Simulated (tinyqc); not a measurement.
Resistance of a tapered via with liner, size effect and interface: one step of the calculation.

A round via whose diameter grows from db at the bottom as D(z) = db + 2 z/tan(ang). The fill, of diameter D - 2 tl, starts above the bottom liner (thickness fb tl) and has rho = rho0 (1 + ks lam/(D - 2 tl)); the sidewall liner conducts in parallel with it. The bottom liner and the interface are crossed over the full area pi db^2/4. Spreading in the lines above and below is left out.

Question. Slices of the via. Slices between z0 = fb tl and hv, evaluated at their midpoints: conductance per length pi/4 [(D - 2 tl)^2/rho + (D^2 - (D - 2 tl)^2)/rl], slice resistance = slice height over that. 7 slices.

Parameters, values chosen for the exercise; fill metal close to ruthenium:
```
symbol  value     unit                                        meaning
db         26       nm                         diameter at the bottom
hv         39       nm                                         height
ang        86  degrees                                 sidewall angle
rho0     7.93  uohm cm                   bulk resistivity of the fill
lam      6.78       nm                     mean free path of the fill
ks        1.5                                      size-effect factor
tl        0.6       nm                          liner on the sidewall
fb        0.7           liner at the bottom over that on the sidewall
rl        200  uohm cm                       resistivity of the liner
```

Give: z; D; rho; slice resistance.

Answer.

```
slice  z (nm)  D (nm)  rho (uohm cm)  slice resistance (ohm)
0      3.1757  26.444         11.125                  1.2184
1      8.6871  27.215         11.030                  1.1378
2      14.199  27.986         10.941                  1.0648
3      19.710  28.757         10.857                 0.99845
4      25.221  29.527         10.777                 0.93808
5      30.733  30.298         10.702                 0.88296
6      36.244  31.069         10.630                 0.83250
```

Computed by the program tinyqc: `OMP_NUM_THREADS=1 python tinyqc.py 2750016 2750017 out.jsonl`, one thread of a shared Intel Xeon 2.30GHz, about 0.01 s for the whole run.
